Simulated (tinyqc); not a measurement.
Inside a calculation. Model: precursor delivery by bubblers, mass-transport growth and the solid composition of a III-V alloy. Computed by tinyqc, a small Python program that keeps every step. Command: `OMP_NUM_THREADS=1 python tinyqc.py 3017546 3017547 out.jsonl movpe_thermo walk`. One thread of a shared host (Intel(R) Xeon(R) Processor @ 2.30GHz), about 0.01 s of CPU time with the checks. Intermediate numbers are printed to about 6 digits and carried at full precision; extremes and crossings named in words are read from the listed rows.

1 sccm = 44.615 micromol/min; 1 torr = 133.322 Pa. The sources decompose fully at the surface.

Inputs (values chosen for the exercise, modelled on triethylgallium (source 1) and trimethylindium (source 2) for the vapour pressures):
```
quantity                                                                                                  value        unit
bath temperature T1                                                                                         292           K
bath temperature T2                                                                                         306           K
bubbler pressure p_b                                                                                       1400        torr
carrier flow F1                                                                                              42        sccm
carrier flow F2                                                                                             210        sccm
total flow F_t                                                                                              5.9         slm
group-V flow F_V                                                                                             73        sccm
reactor pressure p                                                                                           76        torr
growth temperature T                                                                                        980           K
diffusivity at 273 K and 760 torr                                                                           0.4      cm^2/s
flow cross-section A                                                                                         78        cm^2
distance from the leading edge z                                                                             11          cm
lattice constant a                                                                                          5.7    angstrom
interaction L0 of the solid                                                                                12.8      kJ/mol
log10 of p_B,eq over pure BC at 1000 K and 1 torr of group V (exaggerated: liquid indium has about -4.1)   -3.4  log10 torr
enthalpy of that equilibrium H                                                                              251      kJ/mol
```

Alloy: mixing on the group-III sites, with desorption of B.

constants a, b of source 1 (log10 torr, K): 8.055  2162

constants a, b of source 2 (log10 torr, K): 10.56  3014

Constants: k_B = 1.380649e-23 J/K; R = 8.314462618 J/(mol K).

## Bubblers

log10 p_v = a - b/T_bath; molar flow = F x 44.615 x p_v/(p_b - p_v) for a saturated bubbler.

vapour pressure 1 = 4.47600 torr

molar flow 1 = 6.01012 micromol/min

vapour pressure 2 = 5.13247 torr

molar flow 2 = 34.4742 micromol/min

One kelvin of bath error changes flow 1 by 5.9 % and flow 2 by 7.4 %.

## Partial pressures in the reactor

p_i = p n_i/(44615 F_t), F_t in slm; p_V = p F_V/(1000 F_t), counted per molecule supplied; V/III = 44.615 F_V/(n1 + n2); vapour fraction of source 2 = n2/(n1 + n2).

p_1 = 0.00173526 torr

p_2 = 0.00995347 torr

p_V = 0.940339 torr

V/III ratio = 80.4483

vapour fraction of source 2 = 0.851544

## Mass transport

Mean velocity u = (F_t/A)(760/p)(T/273); D = D0 (T/273)^1.75 (760/p); boundary layer delta = sqrt(pi D z/u); flux = D dp/(delta k_B T); growth rate = flux x a^3/4.

velocity u = 45.2553 cm/s

D = 37.4473 cm^2/s

boundary layer delta = 5.34745 cm

growth rate per torr of group III = 115.009 micrometre/(h torr)

Caution: the boundary layer is a quarter or more of the root of the cross-section, so it fills much of the channel and depletion along the flow matters.

## Solid composition

A sticks fully. B desorbs: its surface pressure is p_B* = x gamma_B K/sqrt(p_V), ln gamma_B = L0 (1 - x)^2/(R T), K = 10^(log10 K at 1000 K) exp[-(H/R)(1/T - 1/1000)], p_V in torr. With equal diffusivities x = (p_2 - p_B*)/(p_1 + p_2 - p_B*). Growth rate = rate per torr x p_1/(1 - x).

K/sqrt(p_V) = 2.21714e-04 torr

solid fraction x = 0.849024

share of B incorporated, 1 - p_B*/p_2 = 0.980398

growth rate = 1.32188 micrometre/h

Desorption is negligible: the solid copies the vapour.

## Incorporation against temperature

A sticks fully. B desorbs: its surface pressure is p_B* = x gamma_B K/sqrt(p_V), ln gamma_B = L0 (1 - x)^2/(R T), K = 10^(log10 K at 1000 K) exp[-(H/R)(1/T - 1/1000)], p_V in torr. With equal diffusivities x = (p_2 - p_B*)/(p_1 + p_2 - p_B*).

At fixed flows:
```
T (K)  K/sqrt(p_V) (torr)         x  share of B incorporated, 1 - p_B*/p_2
920           2.97373e-05  0.851210                            9.97361e-01
977           2.01704e-04  0.849255                            9.82163e-01
1030          9.89056e-04  0.839709                            9.13293e-01
1070          2.95844e-03  0.810635                            7.46300e-01
1118          9.93409e-03  0.594698                            2.55804e-01
1166          3.01912e-02  0.114421                            2.25252e-02
1222          9.88916e-02  0.030641                            5.51071e-03
1308          5.01848e-01  0.006196                            1.08687e-03
```

x equals the vapour fraction 0.852 while gamma_B K/sqrt(p_V) is small against p_1 + p_2 = 0.012 torr and falls once it is not. Between the last rows the apparent energy R d ln x/d(1/T) is 247 kJ/mol, against H = 251.

Checks made by the program: the sensitivity to the bath against a difference (relative difference below 1e-10).
